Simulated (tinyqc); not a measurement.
# Memristor with linear dopant drift, Biolek window: effects of single changes

A film of thickness D has a doped share x: R = Ron x + Roff (1 - x), i = v/R, dx/dt = k i F with k = mv Ron/D^2 and F = 1 - x^(2 p) for i >= 0 and 1 - (x - 1)^(2 p) for i < 0. The drive is v = V0 sin(2 pi f t). The model has no threshold and no heating.

Values chosen for this exercise: resistance of the fully doped film Ron = 200 ohm; resistance of the undoped film Roff = 5000 ohm; film thickness D = 15 nm; dopant mobility mv = 8.4e-15 m^2/(V s); doped share at t = 0 x0 = 0.25; amplitude V0 = 0.5 V; window exponent p = 3; frequency f = 0.92 Hz.

Each table varies one quantity; the others keep the values above.

## Effect of the amplitude on the first half period

The equation is integrated to convergence over the first half period; the lobe area is the integral of i dv, down branch less up branch.

Results:
```
V0 (V)  x at half period  R0/R(half period)  peak i (uA)  lobe area (uW)
0.1               0.3211              1.099        27.55         0.08642
0.23              0.4255              1.285        68.08           1.302
0.3               0.4894              1.434        93.06           3.318
0.37              0.5608              1.646        121.3           7.325
0.43              0.6299              1.923        149.5           13.59
0.5               0.7230              2.485        190.3           27.34
```

Estimate the missing row, V0 = 0.17 V.

Computed row:
```
V0 (V)  x at half period  R0/R(half period)  peak i (uA)  lobe area (uW)
0.17              0.3754              1.188        48.59          0.4736
```

With this row back in the table: As V0 goes from 0.1 to 0.5 V, x at half period rises from 0.321 to 0.723, the resistance ratio rises from 1.10 to 2.48 and the lobe area rises from 0.0864 to 27.3 uW.

## Effect of the frequency on the first half period

Same model as above.

Effect of the frequency on the first half period:
```
f (Hz)  x at half period  R0/R(half period)  peak i (uA)  lobe area (uW)
0.92              0.7230              2.485        190.3           27.34
1.6               0.4775              1.403        153.7           8.604
2.6               0.3810              1.198        143.5           4.313
4.5               0.3228              1.101        137.9           2.216
7.6               0.2923              1.056        135.2           1.236
13                0.2744              1.032        133.6          0.6979
22                0.2643              1.018        132.8          0.4045
37                0.2585              1.011        132.3          0.2379
```

As f goes from 0.92 to 37 Hz, x at half period falls from 0.723 to 0.258, the resistance ratio falls from 2.48 to 1.01 and the lobe area falls from 27.3 to 0.238 uW. Between the last two rows the area goes as f^(-1.02): at high frequency too little charge passes, and the loop closes to the line of a fixed resistor.

Program tinyqc, `OMP_NUM_THREADS=1 python tinyqc.py 2880042 2880043 out.jsonl`; Intel Xeon 2.30GHz, shared host, one thread, about 0.2 s.
